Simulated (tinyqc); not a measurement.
Mesh against broadening: interband optics of a two-band s-p chain from momentum matrix elements.

H(k) = [[Es - 2 ts cos ka, 2i V sin ka], [-2i V sin ka, Ep_ + 2 tp cos ka]] in the basis s, p; the lower band is full, with two electrons a cell. The velocity operator times hbar is W = dH/dk (eV angstrom); intra-atomic dipoles are left out.

With w(k) = |<c|W|v>|^2 and D(k) = Ec - Ev, on the mesh k_j = (j + 1/2)/N (2 pi/a): eps(E) = 1 + (8 pi e2/(a Ar)) mean_j (w/D^2) [1/(D - E - i eta) + 1/(D + E + i eta)], e2 = e^2/(4 pi eps0); light polarised along the chains, no local fields.

Constants: e^2/(4 pi eps0) = 14.39964547 eV angstrom.

Values chosen for the exercise: a = 3.39 angstrom (period); Es = 3.58 eV (upper orbital (s)); Ep_ = -2.52 eV (lower orbital (p)); ts = 0.64 eV (s-s hopping); tp = 0.56 eV (p-p hopping); V = 1.39 eV (s-p hopping); Ar = 12.9 angstrom^2 (cross-section per chain); E = 4.14 eV (photon energy).

eps2 at E for three widths, and eps(0) at eta = 0; the last row is the mesh of 2000 points.

Convergence:
```
N     eta = 0.03 eV  eta = 0.1 eV  eta = 0.3 eV  eps(0)
4             0.014         0.046         0.136  2.0280
8             1.800         5.410         8.718  3.9360
16            2.644         7.639        10.636  4.6732
32           58.286        20.652        10.637  4.6946
64            3.781         9.145         9.918  4.6946
128           6.768        10.856         9.940  4.6946
2000         10.923        11.045         9.940  4.6946
```

How do the results move, and what explains it?

The first N from which eps2 stays within 2 % of the last row is above 128 for eta = 0.03, 128 for 0.1 and 64 for 0.3 eV; for eps(0) and 0.1 % it is 32. E lies inside the range of transitions, so as a rule the spacing of D between mesh points must fall below eta (less so where the weight w is small at E).

Program tinyqc; command `OMP_NUM_THREADS=1 python tinyqc.py 1652693 1652694 out.jsonl`; about 0.01 s on one thread of a shared Intel(R) Xeon(R) Processor @ 2.30GHz.
